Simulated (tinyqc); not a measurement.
Thermal stress, cracking, delamination and buckling of a thin film; Griffith cracks and misfitting inclusions. Inputs raised by 2 %, one at a time. Computed by tinyqc, a small Python program. Command: `OMP_NUM_THREADS=1 python tinyqc.py 3003970 3003971 out.jsonl filmcrack sens`. One thread of a shared host (Intel(R) Xeon(R) Processor @ 2.30GHz), about 0.01 s of CPU time with the checks.

Isotropic linear elasticity; the substrate is much thicker than the film; stress is positive in tension.

Inputs (values chosen for the exercise, modelled on a porous low-k oxide on silicon): film Young's modulus E = 7.89 GPa; film Poisson ratio nu = 0.26; film expansion alpha_f = 11.7 1e-6/K; substrate expansion alpha_s = 3.5 1e-6/K; deposition temperature T_d = 675 K; final temperature T = 300 K; intrinsic stress = -9.2 MPa; film thickness h = 0.21 micrometre; film toughness Gamma_f = 1.95 J/m^2; interface toughness Gamma_i = 3.9 J/m^2; substrate Young's modulus E_s = 149 GPa; substrate Poisson ratio nu_s = 0.2; inclusion radius R = 0.056 micrometre.

Inclusion: long cylinder (a filled via).

Method:
- Thermal strain = (alpha_f - alpha_s)(T_d - T); stress = E/(1 - nu) x strain + intrinsic stress; plane-strain modulus Ebar = E/(1 - nu^2); G0 = stress^2 h/(2 Ebar) is the energy freed per area when a long strip loses its stress across its width.
- Dundurs alpha = (Ebar - Ebar_s)/(Ebar + Ebar_s), with Ebar_s = E_s/(1 - nu_s^2). The channel-crack factor is taken as g = 1.258 (1 - alpha)^(-0.7), a rough interpolation chosen for the exercise (1.258 is the value for matched materials).
- Channel crack through the film: G = pi g G0, critical thickness where G = Gamma_f. Steady delamination from an edge: G = G0, critical thickness where G = Gamma_i.
- Film material fills a long cylinder of radius R in the substrate, with the misfit e = thermal strain (it wants to shrink if e > 0). With the axial strain held by the substrate, s0 = (1 + nu) e/[(1 + nu)(1 - 2 nu)/E + (1 + nu_s)/E_s]; inside s_rr = s_tt = s0 and s_zz = E e + 2 nu s0; outside s_rr = s0 (R/r)^2, s_tt = -s_rr. Keep-out radius: where |s_rr| falls to 10 MPa (R if it is lower at the wall).

Runs; columns: (1) input moved; (2) from; (3) to; (4) G0 (J/m^2); (5) critical thickness for channelling (micrometre); (6) radial stress at the wall s0 (MPa); (7) keep-out radius (micrometre):
```
(1)                                    (2)     (3)        (4)     (5)     (6)      (7)
base run                                 -       -  0.0069029  23.495  45.740  0.11977
film Poisson ratio nu                 0.26  0.2652  0.0070187  23.105  46.673  0.12098
film expansion alpha_f (1e-6/K)       11.7  11.934  0.0074614  21.736  47.045  0.12146
substrate expansion alpha_s (1e-6/K)   3.5    3.57  0.0067400  24.063  45.349  0.11925
deposition temperature T_d (K)         675   688.5  0.0076110  21.309  47.386  0.12190
intrinsic stress (MPa)                -9.2  -9.384  0.0067956  23.866  45.740  0.11977
film thickness h (micrometre)         0.21  0.2142  0.0070409  23.495  45.740  0.11977
film toughness Gamma_f (J/m^2)        1.95   1.989  0.0069029  23.965  45.740  0.11977
```

Exponents ln(y'/y) / ln(x'/x):
```
input                            G0  critical thickness for channelling  radial stress at the wall s0  keep-out radius
film Poisson ratio nu         0.841                              -0.846                         1.020            0.510
film expansion alpha_f        3.929                              -3.929                         1.421            0.710
substrate expansion alpha_s  -1.206                               1.206                        -0.433           -0.216
deposition temperature T_d    4.932                              -4.932                         1.786            0.893
intrinsic stress             -0.791                               0.791                         0.000            0.000
film thickness h              1.000                               0.000                         0.000            0.000
film toughness Gamma_f        0.000                               1.000                         0.000            0.000
```

To which inputs is each result most sensitive?

Among the inputs moved here: G0 answers most in size to deposition temperature T_d (exponent +4.932), next to film expansion alpha_f (+3.929); its exponent is below 0.0005 for film toughness Gamma_f. Its exponent +1.000 in film thickness h: stored energy per area. Critical thickness for channelling answers most in size to deposition temperature T_d (exponent -4.932), next to film expansion alpha_f (-3.929); its exponent is below 0.0005 for film thickness h. Its exponent 0.000 in film thickness h: the critical thickness is a property of stress and toughness. Its exponent +1.000 in film toughness Gamma_f: G is linear in h. Radial stress at the wall s0 answers most in size to deposition temperature T_d (exponent +1.786), next to film expansion alpha_f (+1.421); its exponent is below 0.0005 for intrinsic stress, film thickness h, film toughness Gamma_f. Keep-out radius answers most in size to deposition temperature T_d (exponent +0.893), next to film expansion alpha_f (+0.710); its exponent is below 0.0005 for intrinsic stress, film thickness h, film toughness Gamma_f.

Caution (all rows): a critical thickness above 100 micrometres is no longer thin against a usual wafer, so it is only formal.
